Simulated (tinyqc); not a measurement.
Undoped symmetric double-gate MOSFET, analytic potential model: effect of the gate work function less that of the intrinsic body.

An undoped body of thickness ts between two equal insulators and tied gates; long channel, electrons only, n = ni exp((psi - V)/Vt) with V the quasi-Fermi potential (0 at the source, Vd at the drain), constant mobility, no quantisation. Across the body psi(x) = V - 2 Vt ln[(ts/(2 beta)) sqrt(q ni/(2 eps0 eps_r Vt)) cos(2 beta x/ts)], x from the centre. Q is the electron charge per area of the whole body.

ni = sqrt(Nc Nv) exp(-Eg/(2 Vt)), Eg in volts; r = eps_r tox/(eox ts); V0 = dphi + 2 Vt ln[(2/ts) sqrt(2 eps0 eps_r Vt/(q ni))]. beta (between 0 and pi/2) solves (Vg - V0 - V)/(2 Vt) = ln(beta) - ln(cos beta) + 2 r beta tan(beta). Q = 8 eps0 eps_r Vt beta tan(beta)/ts; I = mu (1/L)(4 eps0 eps_r/ts)(2 Vt)^2 [g(beta_s) - g(beta_d)] per width, g = beta tan(beta) - beta^2/2 + r beta^2 tan^2(beta), with beta_s at V = 0 and beta_d at V = Vd.  I(low) is taken at Vg = 0.38 V, Qs and I(high) at Vg = 1.13 V.

Parameters, values chosen for the exercise; material values close to those of silicon:
- T = 325 K (temperature)
- Eg = 1.1 eV (band gap)
- eps_r = 11.8 (relative permittivity of the semiconductor)
- Nc = 3.13e19 cm^-3 (conduction-band density of states at T)
- Nv = 2.95e19 cm^-3 (valence-band density of states at T)
- eox = 7.36 (relative permittivity of the gate insulator)
- tox = 3.8 nm (insulator thickness)
- ts = 5 nm (body thickness)
- mu = 430 cm^2/(V s) (channel mobility)
- L = 1 um (gate length)
- Vd = 0.5 V (drain voltage)

Constants: q = 1.602176634e-19 C, kB = 1.380649e-23 J/K, Vt = kB T/q, eps0 = 8.8541878128e-14 F/cm where lengths are in cm. Results are converted to the units shown.

Result of one run:
```
dphi (V)  V0 (V)  I(low) (nA/um)  Qs(high) (nC/cm^2)  I(high) (uA/um)
0.08      0.5838           3.886                1623            190.1
```

What becomes of these results when the gate work function less that of the intrinsic body dphi is changed from 0.08 to 0.23 V, all else the same?

Result of the changed run:
```
dphi (V)  V0 (V)  I(low) (nA/um)  Qs(high) (nC/cm^2)  I(high) (uA/um)
0.23      0.7338         0.01838                1165            105.7
```

The whole series:
```
dphi (V)  V0 (V)  I(low) (nA/um)  Qs(high) (nC/cm^2)  I(high) (uA/um)
-0.02     0.4838           130.1                1935            252.5
0.03      0.5338           22.95                1778            220.9
0.08      0.5838           3.886                1623            190.1
0.13      0.6338          0.6529                1469            160.3
0.18      0.6838          0.1095                1316            131.9
0.23      0.7338         0.01838                1165            105.7
0.28      0.7838        0.003083                1016            82.38
```

As dphi goes from -0.02 to 0.28 V, I(low) falls from 130 to 0.00308 nA/um and I(high) falls from 252 to 82.4 uA/um. V0 rises from 0.484 to 0.784 V. In every row the surface density at the source at the higher gate voltage passes 0.3 Nc, where Boltzmann statistics fail. In every row the body is thin enough for quantum confinement, left out here, to raise the threshold.

tinyqc, about 0.01 s, one thread, Intel Xeon 2.30GHz (shared host): `OMP_NUM_THREADS=1 python tinyqc.py 2440074 2440075 out.jsonl`
